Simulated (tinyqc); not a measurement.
Ideality, saturation current and resistance from three points.

Problem. Well above the saturation current a diode obeys V = n Vt ln(I/I0) + I Rs. Find n, Rs and I0.

Parameters, values chosen for the exercise:
- T = 293 K (temperature)

Constants: q = 1.602176634e-19 C, kB = 1.380649e-23 J/K, Vt = kB T/q. Results are converted to the units shown.

currents (A): [2e-6, 0.0005, 0.01]
voltages (V): [0.30935102, 0.46835831, 0.55610632]

Answer. V is linear in the three unknowns n Vt, Rs and -n Vt ln I0, so three points give a linear system.

n = 1.14
Rs = 0.160 ohm
I0 = 4.30e-11 A

Numbers from tinyqc (`OMP_NUM_THREADS=1 python tinyqc.py 2260145 2260146 out.jsonl`; about 0.01 s on one thread of a shared Intel Xeon 2.30GHz).
